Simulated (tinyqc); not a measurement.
Inside a calculation. Model: finite-size error of a charged defect in a periodic cell: Madelung and Makov-Payne terms. Computed by tinyqc, a small Python program that keeps every step. Command: `OMP_NUM_THREADS=1 python tinyqc.py 3017276 3017277 out.jsonl imagecharge walk`. One thread of a shared host (Intel(R) Xeon(R) Processor @ 2.30GHz), about 0.1 s of CPU time with the checks. Intermediate numbers are printed to about 6 digits and carried at full precision; extremes and crossings named in words are read from the listed rows.

L is the cube root of the cell volume. The defect charge is a Gaussian, rho(r) = q (2 pi sigma^2)^(-3/2) exp(-r^2/2 sigma^2), repeated periodically in a uniform neutralising background and screened by a continuum. The model cell energy is E(L) = E_0 + [periodic - isolated electrostatic energy].

Inputs (values chosen for the exercise, with screening close to that of GaP):

| quantity | value | unit |
|---|---|---|
| charge q | -1 | e |
| cell length L | 18.6 | angstrom |
| dielectric constant eps | 11.3 | - |
| width sigma of the defect charge | 1 | angstrom |
| formation energy of the isolated defect E_0 | 2.235 | eV |

Supercell lattice: bcc. Screening: isotropic.

scatter added to the six cells, standing for numerical noise (meV): 2.1  0.38  -1.4  1.3  -0.46  0.33

Constants: e^2/(4 pi eps_0) = 14.39964548 eV angstrom.

## The cell

Cell vectors: (-1,1,1), (1,-1,1), (1,1,-1), scaled to volume L^3.

cell vectors (rows) (angstrom):
```
          1         2         3
1  -11.7173   11.7173   11.7173
2   11.7173  -11.7173   11.7173
3   11.7173   11.7173  -11.7173
```

nearest image = 20.2949 angstrom

## Madelung energy

Ewald sum for a unit point charge: scale each Cartesian component of the cell by 1/sqrt(eps_i), giving R', G' and V'; E = [ (1/2) sum erfc(eta R')/R' + (2 pi/V') sum exp(-G'^2/4 eta^2)/G'^2 - eta/sqrt(pi) - pi/(2 V' eta^2) ] e^2/(4 pi eps_0) / sqrt(eps_x eps_y eps_z), over n_i = -6..6, omitting n = (0,0,0), eta = 2/V'^(1/3). alpha = -2 E eps_g L/(e^2/(4 pi eps_0)), eps_g = (eps_x eps_y eps_z)^(1/3).

terms for a unit charge (eV): real space 0.0005690, reciprocal 0.0046959, self -0.0773064, background -0.0269042

Madelung constant alpha = 2.88846

point-charge correction -q^2 E = 0.0989457 eV

## Energy of the smeared charge in the cell

Periodic energy of the Gaussian: (2 pi q^2/V) sum_(G != 0) exp(-sigma^2 G^2)/(G.eps.G) x e^2/(4 pi eps_0), n_i = -k..k with k = max(9, L/sigma rounded up). Isolated energy: q^2/(2 sqrt(pi) sigma) <1/(n.eps.n)> e^2/(4 pi eps_0), the mean over directions n, here 1/eps.

periodic energy = 0.261773 eV

isolated energy = 0.359475 eV

finite-size error = -0.0977014 eV

E(L) = 2.13730 eV

## Makov-Payne correction

Second radial moment Q = q <r^2> = 3 q sigma^2; E(corrected) = E(L) + q^2 alpha e^2/(4 pi eps_0)/(2 eps L) - 2 pi q Q e^2/(4 pi eps_0)/(3 eps L^3). Errors left are the corrected energies less E_0.

Q = -3 e angstrom^2

third-order term = -0.00124427 eV

error left after the first term = 0.00124427 eV

error left after both terms = 0 eV

third-order over first-order term, in size = 0.0125753

The point-charge term alone overcorrects by 0.00124 eV, 1 % of itself; both terms together are exact to 1e-7 eV, since the clouds do not overlap.

## A series of cells

Cells of the same shape with L scaled by 0.7, 0.85, 1, 1.25, 1.5 and 2; the scatter is added to E(L). The point-charge correction scales as 1/L from its value at the input L.

Scaling data:

| L (angstrom) | 1/L (1/angstrom) | E(L) (eV) | E(L) + point-charge correction (eV) |
|---|---|---|---|
| 13.02 | 0.0768049 | 2.09938 | 2.24073 |
| 15.81 | 0.0632511 | 2.12100 | 2.23741 |
| 18.60 | 0.0537634 | 2.13590 | 2.23484 |
| 23.25 | 0.0430108 | 2.15778 | 2.23694 |
| 27.90 | 0.0358423 | 2.16894 | 2.23491 |
| 37.20 | 0.0268817 | 2.18601 | 2.23549 |

## Ways to reach the isolated limit

Least-squares fits of E(L) to a + b/L, a + c/L^3 or a + b/L + c/L^3; the estimate is a, and errors are against E_0.

Estimates of E_0:

| way | estimate (eV) | error (meV) |
|---|---|---|
| largest cell, uncorrected | 2.18601 | -48.9873 |
| largest cell, point-charge term | 2.23549 | 0.4855 |
| 1/L fit, three smallest | 2.22121 | -13.7916 |
| 1/L fit, all six | 2.23193 | -3.0656 |
| 1/L^3 fit, all six | 2.17637 | -58.6349 |
| 1/L and 1/L^3, three smallest | 2.21810 | -16.8961 |
| 1/L and 1/L^3, all six | 2.23819 | 3.1880 |
| corrected data, 1/L^3 fit | 2.23469 | -0.3055 |

coefficient b of the full fit = -1.95062 eV angstrom

Best here: corrected data, 1/L^3 fit (-0.3 meV); worst: 1/L^3 fit, all six (-59 meV). The fitted b is 106.0 % of the Madelung value -q^2 alpha e^2/(8 pi eps_0 eps_g). The three-term fit to three small cells has no spare point and magnifies the scatter.

Checks made by the program: the same sum with another eta (relative difference below 1e-10); both terms against the exact model when the clouds do not overlap (relative difference below 1e-10).
